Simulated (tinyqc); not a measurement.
Harmonic transition-state theory with quantum, tunnelling and friction corrections: one step, computed by the program tinyqc. Command: `OMP_NUM_THREADS=1 python tinyqc.py 3005990 3005991 out.jsonl rates walk`. One thread of a shared host (Intel(R) Xeon(R) Processor @ 2.30GHz), about 0.01 s of CPU time with the checks.

One atom hops between equivalent sites; three modes at the minimum and two real modes at the saddle are treated as harmonic, the rest of the crystal as unchanged; melting is ignored, so hot rows may lie above the melting point.

Task: Friction. Kramers: spatial-diffusion factor kappa_s = sqrt(1 + y^2) - y with y = gamma/(2 omega_b); weak-friction (energy-diffusion) estimate kappa_e = Delta/2 with Delta = (16/3)(gamma/omega_b) E_b/(k_B T), the energy lost in one round trip of a well at the barrier energy of a symmetric quartic double well, over k_B T (half of the escaping atoms fall back); bridge 1/kappa = 1/kappa_s + 1/kappa_e. omega_b = 2 pi nu_b; rate with friction = kappa k_cl.

Inputs (values chosen for the exercise, modelled on interstitial hydrogen in silicon): barrier E_b = 0.517 eV; imaginary frequency at the saddle nu_b = 26.4 THz; temperature T = 517 K; friction gamma/(2 pi) = 2.5 THz.

Lattice of sites: three-dimensional. Correction studied: friction.

frequencies at the minimum (THz): [45.2, 51.4, 56.4]

classical rate k_cl = 5.551331e+08 1/s

Constants: k_B = 8.617333262e-05 eV/K.

Give: y; kappa_s; kappa_e; transmission kappa; rate with friction.

Result:

y = 0.04735

kappa_s = 0.9538

kappa_e = 2.930

transmission kappa = 0.7196

rate with friction = 3.995e+08 1/s

Caution: h nu exceeds k_B T, so zero-point and tunnelling corrections to the classical rate matter. Caution: the bridge is a rough interpolation, good to tens of per cent near the turnover.
